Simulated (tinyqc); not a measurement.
FCI on RHF in the 6-31g basis, for H2, spin multiplicity 1, step by step. Computed by tinyqc, a small Python program that keeps every step (integrals from PySCF). Settings: charge = 0, multiplicity = 1, basis = 6-31g, method = RHF, energy threshold = 1e-10, iteration cap = 53, orthogonalisation = symmetric, start = core, DIIS depth = 6, ci = FCI, davidson = 1. Command: `OMP_NUM_THREADS=1 python tinyqc.py 24552 24553 out.jsonl` (the two numbers bound the seeds that draw the settings). One thread of a shared host (Intel(R) Xeon(R) Processor @ 2.60GHz), about 0.07 s of CPU time with the checks. The early iterations of the SCF are left out here.

## One-electron integrals

Geometry (angstrom):
```
atom         x         y         z
H     0.000000  0.000000  0.000000
H     0.000000  0.000000  1.114000
```

Basis 6-31g: exponents (1/bohr^2) and contraction coefficients of normalised primitives:
```
element  l (shell)   exponent  coefficient
H            s (1)  18.731137     0.033495
H            s (1)   2.825394     0.234727
H            s (1)   0.640122     0.813757
H            s (2)   0.161278     1.000000
```

Overlap, kinetic and nuclear-attraction integrals over the contracted functions; the nuclear repulsion is the sum of Za Zb / Rab.

nuclear repulsion = 0.47502443 hartree

overlap S, order 1H 1s, 1H 2s, 2H 1s, 2H 2s:
$$\begin{pmatrix}
1.000000 & 0.658292 & 0.187029 & 0.367729 \\
0.658292 & 1.000000 & 0.367729 & 0.699517 \\
0.187029 & 0.367729 & 1.000000 & 0.658292 \\
0.367729 & 0.699517 & 0.658292 & 1.000000
\end{pmatrix}$$

kinetic energy T (hartree), order 1H 1s, 1H 2s, 2H 1s, 2H 2s:
$$\begin{pmatrix}
1.395678 & 0.259735 & -0.016139 & 0.088480 \\
0.259735 & 0.241917 & 0.088480 & 0.128908 \\
-0.016139 & 0.088480 & 1.395678 & 0.259735 \\
0.088480 & 0.128908 & 0.259735 & 0.241917
\end{pmatrix}$$

nuclear attraction V (hartree), order 1H 1s, 1H 2s, 2H 1s, 2H 2s:
$$\begin{pmatrix}
-2.128018 & -1.052880 & -0.341949 & -0.603041 \\
-1.052880 & -1.072711 & -0.603041 & -0.800311 \\
-0.341949 & -0.603041 & -2.128018 & -1.052880 \\
-0.603041 & -0.800311 & -1.052880 & -1.072711
\end{pmatrix}$$

core Hamiltonian H = T + V (hartree), order 1H 1s, 1H 2s, 2H 1s, 2H 2s:
$$\begin{pmatrix}
-0.732339 & -0.793145 & -0.358088 & -0.514561 \\
-0.793145 & -0.830795 & -0.514561 & -0.671403 \\
-0.358088 & -0.514561 & -0.732339 & -0.793145 \\
-0.514561 & -0.671403 & -0.793145 & -0.830795
\end{pmatrix}$$

## Two-electron integrals

Functions are numbered as in S; the eight-fold symmetry (ij|kl) = (ji|kl) = (kl|ij) leaves the list below.

Two-electron integrals (ij|kl) in chemists' order, unique and non-zero (hartree):
```
(11|11) 1.076566   (21|11) 0.578470   (21|21) 0.329423   (22|11) 0.587396
(22|21) 0.361304   (22|22) 0.453150   (31|11) 0.144702   (31|21) 0.085266
(31|22) 0.098176   (31|31) 0.032197   (32|11) 0.199253   (32|21) 0.125367
(32|22) 0.162886   (32|31) 0.052395   (32|32) 0.101720   (33|11) 0.470681
(33|21) 0.304436   (33|22) 0.417192   (33|31) 0.144702   (33|32) 0.312526
(33|33) 1.076566   (41|11) 0.312526   (41|21) 0.179347   (41|22) 0.199115
(41|31) 0.052395   (41|32) 0.079444   (41|33) 0.199253   (41|41) 0.101720
(42|11) 0.373110   (42|21) 0.232208   (42|22) 0.299077   (42|31) 0.075203
(42|32) 0.136028   (42|33) 0.373110   (42|41) 0.136028   (42|42) 0.221737
(43|11) 0.304436   (43|21) 0.195478   (43|22) 0.266352   (43|31) 0.085266
(43|32) 0.179347   (43|33) 0.578470   (43|41) 0.125367   (43|42) 0.232208
(43|43) 0.329423   (44|11) 0.417192   (44|21) 0.266352   (44|22) 0.364889
(44|31) 0.098176   (44|32) 0.199115   (44|33) 0.587396   (44|41) 0.162886
(44|42) 0.299077   (44|43) 0.361304   (44|44) 0.453150
```

## Orthogonalisation

S = U s U^T; symmetric (Loewdin) form X = U s^(-1/2) U^T, so that X^T S X = 1.

eigenvalues of S: [0.169316, 0.385738, 0.944139, 2.500808]

X, order 1H 1s, 1H 2s, 2H 1s, 2H 2s:
$$\begin{pmatrix}
1.253015 & -0.499863 & -0.013330 & 0.025555 \\
-0.499863 & 1.597919 & 0.025555 & -0.595146 \\
-0.013330 & 0.025555 & 1.253015 & -0.499863 \\
0.025555 & -0.595146 & -0.499863 & 1.597919
\end{pmatrix}$$

## Iteration 8 (converged): orbitals

converged F (hartree), order 1H 1s, 1H 2s, 2H 1s, 2H 2s:
$$\begin{pmatrix}
0.117631 & -0.404767 & -0.360795 & -0.383367 \\
-0.404767 & -0.297098 & -0.383367 & -0.348870 \\
-0.360795 & -0.383367 & 0.117631 & -0.404767 \\
-0.383367 & -0.348870 & -0.404767 & -0.297098
\end{pmatrix}$$

Diagonalise F' = X^T F X, C = X C', fill 1 alpha and 1 beta electrons from the bottom; D = 2 C_occ C_occ^T. Each column has its largest component positive (the first on a tie).

F' = X^T F X (hartree):
$$\begin{pmatrix}
0.608900 & -0.575079 & -0.201088 & -0.131758 \\
-0.575079 & 0.237923 & -0.131758 & -0.192473 \\
-0.201088 & -0.131758 & 0.608900 & -0.575079 \\
-0.131758 & -0.192473 & -0.575079 & 0.237923
\end{pmatrix}$$

orbital energies (hartree): MO1 -0.503057, MO2 0.137951, MO3 0.956318, MO4 1.102433

coefficients C, order 1H 1s, 1H 2s, 2H 1s, 2H 2s:
$$\begin{pmatrix}
0.272442 & 0.182947 & 0.898147 & -0.952039 \\
0.354572 & 1.089872 & -0.699671 & 1.164035 \\
0.272442 & -0.182947 & 0.898147 & 0.952039 \\
0.354572 & -1.089872 & -0.699671 & -1.164035
\end{pmatrix}$$

D after iteration 8, order 1H 1s, 1H 2s, 2H 1s, 2H 2s:
$$\begin{pmatrix}
0.148449 & 0.193201 & 0.148449 & 0.193201 \\
0.193201 & 0.251443 & 0.193201 & 0.251443 \\
0.148449 & 0.193201 & 0.148449 & 0.193201 \\
0.193201 & 0.251443 & 0.193201 & 0.251443
\end{pmatrix}$$

## Convergence

Stop when the energy changes by less than 1e-10 hartree and every element of the error matrix X^T (F D S - S D F) X is below 3e-06.

Course of the cycle:
```
iteration  E (hartree)     change  largest element of the error matrix
1          -1.04358366          -                             1.33e-01
2          -1.07219656  -2.86e-02                             2.11e-02
3          -1.07292101  -7.24e-04                             2.42e-05
4          -1.07292101  -7.95e-10                             9.89e-06
5          -1.07292101  -9.62e-11                             6.21e-06
6          -1.07292101  -2.94e-11                             4.53e-06
7          -1.07292101  -1.27e-11                             3.56e-06
8          -1.07292101  -2.06e-11                             9.91e-10
```

PySCF RHF in the same basis = -1.07292101 hartree

Converged in 8 iterations.

## Integrals over molecular orbitals

(pq|rs) = sum C_ip C_jq C_kr C_ls (ij|kl), one index at a time.

one-electron integrals over orbitals h = C^T H C (hartree):
$$\begin{pmatrix}
-1.044888 & 0.000000 & -0.122648 & 0.000000 \\
0.000000 & -0.625896 & 0.000000 & 0.185410 \\
-0.122648 & 0.000000 & 0.057092 & 0.000000 \\
0.000000 & 0.185410 & 0.000000 & 0.124546
\end{pmatrix}$$

Two-electron integrals over orbitals (pq|rs), unique and non-zero (hartree):
```
(11|11) 0.541831    (21|21) 0.116453    (22|11) 0.440150    (22|22) 0.406011
(31|11) 0.122648    (31|22) 0.073271    (31|31) 0.088497    (32|21) 0.022510
(32|32) 0.041959    (33|11) 0.493861    (33|22) 0.410080    (33|31) 0.117719
(33|33) 0.477379    (41|21) -0.079060   (41|32) -0.056263   (41|41) 0.101196
(42|11) -0.132235   (42|22) -0.077639   (42|31) -0.081000   (42|33) -0.123834
(42|42) 0.084968    (43|21) -0.130793   (43|32) -0.052251   (43|41) 0.122725
(43|43) 0.186274    (44|11) 0.539542    (44|22) 0.447117    (44|31) 0.158440
(44|33) 0.522876    (44|42) -0.157138   (44|44) 0.594950
```

## FCI: determinants and Hamiltonian

Hartree-Fock energy = -1.07292101 hartree

Slater-Condon rules over spin orbitals, with the nuclear repulsion added and E(HF) subtracted on the diagonal.

Occupation strings over the orbitals (2 doubly, a alpha, b beta, 0 empty; spin orbitals ordered 1a 1b 2a 2b ...): 2000 ab00 a0b0 a00b ba00 b0a0 b00a 0200 0ab0 0a0b 0ba0 0020 00ab 0b0a 00ba 0002

H - E(HF) between determinants (hartree):
```
           2000       ab00       a0b0       a00b       ba00       b0a0       b00a       0200
2000   0.000000   0.000000   0.000000   0.000000   0.000000   0.000000   0.000000   0.116453
ab00   0.000000   0.317311   0.000000   0.053175  -0.116453   0.000000   0.079060   0.000000
a0b0   0.000000   0.000000   1.054011   0.000000   0.000000  -0.088497   0.000000   0.022510
a00b   0.000000   0.053175   0.000000   1.167144   0.079060   0.000000  -0.101196   0.000000
ba00   0.000000  -0.116453   0.000000   0.079060   0.317311   0.000000   0.053175   0.000000
b0a0   0.000000   0.000000  -0.088497   0.000000   0.000000   1.054011   0.000000  -0.022510
b00a   0.000000   0.079060   0.000000  -0.101196   0.053175   0.000000   1.167144   0.000000
0200   0.116453   0.000000   0.022510   0.000000   0.000000  -0.022510   0.000000   0.702166
0ab0   0.000000   0.022510   0.000000  -0.130793   0.049377   0.000000   0.081000   0.000000
0a0b  -0.079060   0.000000  -0.130793   0.000000   0.000000   0.056263   0.000000   0.107771
0ba0   0.000000   0.049377   0.000000   0.081000   0.022510   0.000000  -0.130793   0.000000
0020   0.088497   0.000000  -0.004929   0.000000   0.000000   0.004929   0.000000   0.041959
00ab   0.000000  -0.081000   0.000000   0.035792   0.056263   0.000000  -0.122725   0.000000
0b0a   0.079060   0.000000   0.056263   0.000000   0.000000  -0.130793   0.000000  -0.107771
00ba   0.000000   0.056263   0.000000  -0.122725  -0.081000   0.000000   0.035792   0.000000
0002   0.101196   0.000000   0.122725   0.000000   0.000000  -0.122725   0.000000   0.084968

           0ab0       0a0b       0ba0       0020       00ab       0b0a       00ba       0002
2000   0.000000  -0.079060   0.000000   0.088497   0.000000   0.079060   0.000000   0.101196
ab00   0.022510   0.000000   0.049377   0.000000  -0.081000   0.000000   0.056263   0.000000
a0b0   0.000000  -0.130793   0.000000  -0.004929   0.000000   0.056263   0.000000   0.122725
a00b  -0.130793   0.000000   0.081000   0.000000   0.035792   0.000000  -0.122725   0.000000
ba00   0.049377   0.000000   0.022510   0.000000   0.056263   0.000000  -0.081000   0.000000
b0a0   0.000000   0.056263   0.000000   0.004929   0.000000  -0.130793   0.000000  -0.122725
b00a   0.081000   0.000000  -0.130793   0.000000  -0.122725   0.000000   0.035792   0.000000
0200   0.000000   0.107771   0.000000   0.041959   0.000000  -0.107771   0.000000   0.084968
0ab0   1.389222   0.000000  -0.041959   0.000000  -0.052251   0.000000  -0.061576   0.000000
0a0b   0.000000   1.493713   0.000000  -0.052251   0.000000  -0.084968   0.000000   0.028271
0ba0  -0.041959   0.000000   1.389222   0.000000  -0.061576   0.000000  -0.052251   0.000000
0020   0.000000  -0.052251   0.000000   2.139509   0.000000   0.052251   0.000000   0.186274
00ab  -0.052251   0.000000  -0.061576   0.000000   2.252459   0.000000  -0.186274   0.000000
0b0a   0.000000  -0.084968   0.000000   0.052251   0.000000   1.493713   0.000000  -0.028271
00ba  -0.061576   0.000000  -0.052251   0.000000  -0.186274   0.000000   2.252459   0.000000
0002   0.000000   0.028271   0.000000   0.186274   0.000000  -0.028271   0.000000   2.391987
```

## FCI: roots

Diagonalise (each vector has its largest component positive (the first on a tie)); all determinants have Ms = 0, so triplets appear too. The lowest singlet root is the correlation energy.

lowest roots of this matrix, relative to E(HF) (hartree): [-0.036140, 0.175828, 0.423193, 0.687702, 0.953318, 1.060837, 1.068853, 1.109517]

lowest vectors, order 2000, ab00, a0b0, a00b, ba00, b0a0, b00a, 0200, 0ab0, 0a0b, 0ba0, 0020, 00ab, 0b0a, 00ba, 0002:
$$\begin{pmatrix}
0.980709 & 0.000000 & 0.000000 & 0.179021 \\
0.000000 & 0.697503 & 0.704987 & 0.000000 \\
0.016432 & 0.000000 & 0.000000 & -0.087201 \\
0.000000 & -0.106121 & 0.018451 & 0.000000 \\
0.000000 & 0.697503 & -0.704987 & 0.000000 \\
-0.016432 & 0.000000 & 0.000000 & 0.087201 \\
0.000000 & -0.106121 & -0.018451 & 0.000000 \\
-0.167568 & 0.000000 & 0.000000 & 0.959573 \\
0.000000 & -0.047177 & 0.022238 & 0.000000 \\
0.060736 & 0.000000 & 0.000000 & -0.119836 \\
0.000000 & -0.047177 & -0.022238 & 0.000000 \\
-0.030608 & 0.000000 & 0.000000 & -0.043087 \\
0.000000 & 0.001406 & 0.046457 & 0.000000 \\
-0.060736 & 0.000000 & 0.000000 & 0.119836 \\
0.000000 & 0.001406 & -0.046457 & 0.000000 \\
-0.035736 & 0.000000 & 0.000000 & -0.037226
\end{pmatrix}$$

<S^2> of these roots: [0.000000, 2.000000, 0.000000, 0.000000, 2.000000, 0.000000, 2.000000, 0.000000]

weight of the ground state by excitation level 0, 1, 2, ...: [0.961789, 0.000540, 0.037671]

## The lowest root by the Davidson method

Start from the reference; add the residual divided by (theta - H_ii), orthogonalised, at each step.

Davidson iterations:
```
iteration  subspace  lowest Ritz value (hartree)  residual norm
1                 1                   0.00000000       2.10e-01
2                 2                  -0.03503512       4.03e-02
3                 3                  -0.03613162       4.00e-03
4                 4                  -0.03613945       4.43e-04
5                 5                  -0.03613956       3.79e-05
6                 6                  -0.03613956       9.57e-17
```
